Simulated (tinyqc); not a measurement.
Tight binding, honeycomb lattice, step by step. One step of it, computed by the program tinyqc.

Task: Bloch Hamiltonian at k. H_AB = -t1 (1 + exp(-i k.a1) + exp(-i k.a2)); H_AA = delta - 2 t2 sum cos(k.b + phi), H_BB = -delta - 2 t2 sum cos(k.b - phi), b = a1, a2 - a1, -a2.

Parameters chosen for this model:
```
parameter      value                        unit
t1          1.020000                 eV, nearest
t2          0.250000       eV, second neighbours
phi        -2.700000  rad, phase of t2 (Haldane)
delta       1.830000          eV, +/- on A and B
```

k point k (fractions of the reciprocal vectors): -0.120000  -0.130000

Give: H(k) at k.

Result:

H(k) at k (eV):
```
                 A                B
A           2.9240  -2.4618-1.4418i
B  -2.4618+1.4418i          -0.7438
```
